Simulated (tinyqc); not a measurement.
# Changing the acid diffusivity D

Model: chemically amplified photoresist: aerial image, acid generation, bake, development and line width. Computed by tinyqc, a small Python program. Command: `OMP_NUM_THREADS=1 python tinyqc.py 3016577 3016578 out.jsonl resist sweep`. One thread of a shared host (Intel(R) Xeon(R) Processor @ 2.30GHz), about 0.05 s of CPU time with the checks.

Lines and spaces of pitch p with a two-beam-like image; x = 0 is the middle of the bright space. The resist is positive and treated as uniform in depth.

Inputs (values chosen for the exercise, for a model resist at 248 nm):
```
quantity                                         value     unit
pitch p                                            250       nm
image contrast c                                  0.65        -
mean dose E                                       11.8  mJ/cm^2
Dill parameter C                                 0.028  cm^2/mJ
quencher load q, relative to the acid generator    0.1        -
bake time t                                         60        s
amplification rate k_amp                          0.03      1/s
threshold protection m_th                         0.49        -
development selectivity n                            5        -
largest rate r_max                                 310     nm/s
smallest rate r_min                               0.08     nm/s
resist thickness d                                 240       nm
development time t_d                                45        s
photon energy                                        5       eV
absorption coefficient alpha                       1.1     1/um
```

Method:
- Dose E(x) = E [1 + c cos(2 pi x/p)]; acid h = 1 - exp(-C E(x)).
- Bake: the acid image is blurred by a Gaussian of variance sigma^2 = 2 D t (each Fourier term k of h, taken on 64 points, is multiplied by exp(-4 pi^2 k^2 D t/p^2)).
- Cosine coefficients: h(x) = sum_k h_k cos(2 pi k x/p).
- The quencher then removes q, h_eff = max(h_blurred - q, 0); protection m = exp(-k_amp t h_eff).
- Mack rate r = r_max (a + 1)(1 - m)^n/(a + (1 - m)^n) + r_min, a = ((n + 1)/(n - 1))(1 - m_th)^n.
- Edge: vertical development clears the film where r t_d >= d; the space width is twice the x where r = d/t_d.
- Dose sensitivity = d ln(width)/d ln E from widths at 1.005 E and E/1.005; image log-slope at the edge = |d ln E/dx|, normalised by the width (NILS); latitude for 10 % of width = 10 %/sensitivity.
- The edge lies at x = width/2.
- Absorbed photons per volume N = E(edge) alpha/(photon energy), 1 mJ/cm^2 = 62.41509 eV/nm^2, alpha in 1/nm; a Gaussian blur averages over a volume V = (2 sqrt(pi) sigma)^3; relative noise 1/sqrt(N V); edge noise sigma_x = (dh/d ln E) noise/|dh/dx|, with both derivatives of the blurred acid at the edge.

One run for each value; columns: (1) acid diffusivity D (nm^2/s); (2) dose latitude (%); (3) edge noise from photons (nm); (4) space width (nm); (5) blur factor of the first harmonic:
```
(1)       (2)     (3)     (4)      (5)
0.40   12.362  1.2124  138.54  0.98495
0.73   12.217  0.7810  138.51  0.97271
1.30   11.971  0.5169  138.48  0.95192
2.40   11.507  0.3395  138.48  0.91306
4.40   10.706  0.2321  138.65  0.84641
8.00    9.402  0.1704  139.45  0.73846
15.00   7.315  0.1416  142.48  0.56638
48.00   1.945  0.3789  190.15  0.16216
```

Give the missing row, acid diffusivity D (nm^2/s) = 26.00.

Computed row; columns: (1) acid diffusivity D (nm^2/s); (2) dose latitude (%); (3) edge noise from photons (nm); (4) space width (nm); (5) blur factor of the first harmonic:
```
(1)      (2)     (3)     (4)      (5)
26.00  4.948  0.1527  150.87  0.37330
```

Interpolating between the two neighbouring rows (the first column on a logarithmic scale, the others too where they are positive) misses most in edge noise from photons (nm), by 48 %. Over the rows, dose latitude (%) falls from 12.4 to 1.94 (exponent d ln y / d ln x -0.020 between the first rows and -1.5 between the last); edge noise from photons (nm) goes from 1.21 through a minimum among these rows, 0.142 at 15.0, to 0.379; space width (nm) goes from 139 through a minimum among these rows, 138 at 1.30, to 190. Blur pulls the acid image towards its mean: it flattens the acid slope, averages over more photons, and moves the edge unless the clearing threshold lies at that mean.

Caution (all rows): lateral development, standing waves and the joint diffusion of acid and quencher are left out, so widths are indicative. Caution (all rows): the noise counts photons alone (acid and quencher statistics add to it) and takes the film as thicker than the blur; a thinner film averages in two dimensions only.

Extremes, crossings and ranges named in words are read from the listed rows.
